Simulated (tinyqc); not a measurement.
# Gated graphene, quantum capacitance, step by step

Computed by the program tinyqc: `OMP_NUM_THREADS=1 python tinyqc.py 2200153 2200154 out.jsonl`, one thread of a shared Intel Xeon 2.30GHz, about 0.01 s for the whole run. Printed values are rounded.

phi is the Fermi level above the Dirac point, in volts; Vg is counted from the gate voltage of charge neutrality. Ideal linear bands, no charge puddles.

Inputs (values chosen for the exercise); values close to those of graphene:
```
symbol,value,unit,meaning
T,300,K,temperature
eox,8.93,,relative permittivity of the gate insulator (close to aluminium oxide)
tox,23,nm,insulator thickness
vF,1.07e6,m/s,Fermi velocity
Dit,0,cm^-2 eV^-1,density of traps
Vg,0.88,V,gate voltage
```

Constants: q = 1.602176634e-19 C, kB = 1.380649e-23 J/K, hbar = 1.054571817e-34 J s, Vt = kB T/q, eps0 = 8.8541878128e-14 F/cm where lengths are in cm. Results are converted to the units shown.

## Gate capacitance

Cox = eps0 eox/tox.

Cox = 0.343773 uF/cm^2

## Starting value

phi = Vg.

phi at the start = 0.88 V

## Iteration 1: new phi

N0 = (2/pi)(kB T/(hbar vF))^2; n = N0 F1(phi/Vt), p = N0 F1(-phi/Vt), F1(e) = int_0^infinity u du/(1 + exp(u - e)) = -Li2(-exp(e)); Cq = q d(n - p)/dphi = (q N0/Vt) ln[2 (1 + cosh(phi/Vt))]. Newton: f = phi + q (n - p + Dit phi)/Cox - Vg, phi(new) = phi - f/(1 + (Cq + q Dit)/Cox).

n = 4.98365e13 cm^-2
p = 1.41260e-4 cm^-2
Cq = 18.0956 uF/cm^2
f = 23.2266 V
phi after iteration 1 = 0.446977 V

## Iteration 2: new phi

As before.

n = 1.29621e13 cm^-2
p = 2657.57 cm^-2
Cq = 9.19130 uF/cm^2
f = 5.60804 V
phi after iteration 2 = 0.244787 V

## Course of the iteration

Stop when the step is below 1e-10 V, or after 40 iterations.

Course of the iteration:
```
iteration	phi before the step (V)	step (V)
1	0.88	-0.433
2	0.446977	-0.202
3	0.244787	-0.0782
4	0.166625	-0.0166
5	0.149980	-8.27e-4
6	0.149153	-2.05e-6
7	0.149151	-1.25e-11
```

Converged in 7 iterations.

## Charge and capacitances at the solution

converged phi = 0.149151 V

N0 = (2/pi)(kB T/(hbar vF))^2; n = N0 F1(phi/Vt), p = N0 F1(-phi/Vt), F1(e) = int_0^infinity u du/(1 + exp(u - e)) = -Li2(-exp(e)); Cq = q d(n - p)/dphi = (q N0/Vt) ln[2 (1 + cosh(phi/Vt))]. 1/C_G = 1/Cox + 1/(Cq + q Dit); dphi/dVg = Cox/(Cox + Cq + q Dit).

n - p = 1.56816e12 cm^-2
Cq = 3.07035 uF/cm^2
C_G = 0.309158 uF/cm^2
dphi/dVg = 0.100692

Cq is 8.93 times Cox, so C_G is 89.9 % of Cox; 16.9 % of the gate voltage has gone into phi.
